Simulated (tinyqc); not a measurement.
## Hot electrons in a saturated n-channel MOSFET, lucky-electron model: effect of the channel length

Beyond pinch-off the lateral field grows as Esat cosh(y/l) over the velocity-saturated region (pseudo-two-dimensional model). Impact ionisation in this region gives the substrate current, which biases the body forward through Rsub. Currents are per width. Local-field laws: they overstate ionisation when the field peak is narrower than an energy relaxation length.

Cox = 3.9 eps0/tox, l = sqrt(3 tox xj), Esat = 2 vs/mu. Overdrive g = Vg - VT + kb Vb; Vdsat = g Esat L/(g + Esat L); Id = Cox vs (g - Vdsat); dV = Vd - Id Rd - Vdsat; Em = sqrt((dV/l)^2 + Esat^2); Isub = Id (Ai/Bi) l Em exp(-Bi/Em). Vb = Rsub Isub is solved self-consistently. Lifetime tau = (Hl/Id)(Isub/Id)^(-m); 1 year = 3.15576e7 s.

Parameters, values chosen for the exercise; values close to those of silicon n-channel devices: oxide thickness tox = 20 nm; junction depth xj = 250 nm; threshold VT = 0.63 V; effective mobility mu = 360 cm^2/(V s); saturation velocity vs = 7.8e6 cm/s; ionisation prefactor Ai = 2e6 1/cm; ionisation field Bi = 1.85 MV/cm; resistance of the lightly doped drain Rd = 400 ohm um; substrate resistance Rsub = 2300 ohm um; fall of VT per volt of forward body bias kb = 0.43; lifetime exponent m = 2.8; lifetime constant Hl = 49000 s uA/um; drain voltage Vd = 3.8 V; gate voltage Vg = 2.2 V.

Constants: eps0 = 8.8541878128e-14 F/cm where lengths are in cm. Results are converted to the units shown.

Effect of the channel length:

| L (um) | Id (uA/um) | Em (MV/cm) | Isub (uA/um) | Isub/Id | tau (years) |
|---|---|---|---|---|---|
| 0.4 | 100.5 | 0.2436 | 0.1632 | 0.001623 | 999.3 |
| 0.57 | 82.17 | 0.2333 | 0.09125 | 0.001110 | 3540 |
| 0.8 | 65.91 | 0.2241 | 0.05085 | 7.715e-4 | 1.223e4 |
| 1.1 | 52.39 | 0.2165 | 0.02922 | 5.578e-4 | 3.818e4 |
| 1.6 | 39.04 | 0.2090 | 0.01547 | 3.963e-4 | 1.334e5 |
| 2.3 | 28.77 | 0.2033 | 0.008632 | 3.000e-4 | 3.947e5 |
| 3.2 | 21.50 | 0.1992 | 0.005248 | 2.441e-4 | 9.410e5 |

As L goes from 0.4 to 3.2 um, Em falls from 0.244 to 0.199 MV/cm, Isub falls from 0.163 to 0.00525 uA/um and tau rises from 999 to 9.41e5 years. From the first row to the last, log10(tau) changes by 3.0: 2.3 from (Isub/Id)^(-m), which holds Em and l, and 0.67 from 1/Id. At L = 0.4 um the saturated region takes over 60 % of L, so using the full L in Vdsat is rough. For L = 0.57 to 3.2 um tau is a far extrapolation that only says that hot carriers are no limit.

Numbers from tinyqc (`OMP_NUM_THREADS=1 python tinyqc.py 2550037 2550038 out.jsonl`; about 0.01 s on one thread of a shared Intel Xeon 2.30GHz).
